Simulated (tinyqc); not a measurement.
Worked calculation: Hubbard chain of 2 sites. Computed by tinyqc, a small Python program that keeps every step. Settings: hopping = 0.52, U = 4.6, mixing = 0.2, iteration cap = 86. Command: `OMP_NUM_THREADS=1 python tinyqc.py 22303 22304 out.jsonl` (the two numbers bound the seeds that draw the settings). One thread of a shared host (Intel(R) Xeon(R) Processor @ 2.60GHz), about 0.2 s of CPU time with the checks.

one-body matrix (hopping and site energies) (eV):
```
           1          2
1   0.000000  -0.520000
2  -0.520000   0.000000
```

U = 4.600000 eV

electrons, up and down: 1  1

n(up) at the start (a guess, not normalised): 1 0.550000, 2 0.450000

n(down) at the start (a guess): 1 0.450000, 2 0.550000

Each step fills the lowest levels of T + U n(other spin) and sets n(new) = n + mixing (n(out) - n); stop when output and input agree to 1e-8.

Course of the cycle:
```
iteration       E (eV)  largest |n(out) - n(in)|  mean |n_up - n_down|
1           0.97254548                  1.52e-01              0.404506
2           0.67940514                  2.09e-01              0.579831
3           0.35348399                  2.45e-01              0.734471
4           0.12485939                  2.46e-01              0.834674
5           0.00419137                  2.24e-01              0.889893
6          -0.05436081                  1.95e-01              0.920026
7          -0.08326606                  1.64e-01              0.937419
8          -0.09819787                  1.37e-01              0.948141
9          -0.10627289                  1.13e-01              0.955140
10         -0.11081362                  9.28e-02              0.959922
11         -0.11344879                  7.59e-02              0.963310
...                ...                       ...                   ...
76         -0.11756522                  9.01e-08              0.974107
77         -0.11756522                  7.30e-08              0.974107
78         -0.11756522                  5.91e-08              0.974107
79         -0.11756522                  4.79e-08              0.974107
80         -0.11756522                  3.88e-08              0.974107
81         -0.11756522                  3.14e-08              0.974107
82         -0.11756522                  2.55e-08              0.974107
83         -0.11756522                  2.06e-08              0.974107
84         -0.11756522                  1.67e-08              0.974107
85         -0.11756522                  1.36e-08              0.974107
86         -0.11756522                  1.10e-08              0.974107
```

Can the last value be used, and what does the course show?

Not by the stop rule, although the second column moves by less than 1e-07 over the last three steps. Not converged within 86 iterations: the residual falls steadily but slowly, by a factor of about 0.81 a step. The lowest mean-field energy found from random starts is -0.11757 eV. Reruns (cap 100 unless said): mixing 0.5: converged in 30 (E = -0.11757); mixing 0.9: converged in 12 (E = -0.11757); the original settings with a cap of 400: converged in 87 (E = -0.11757).
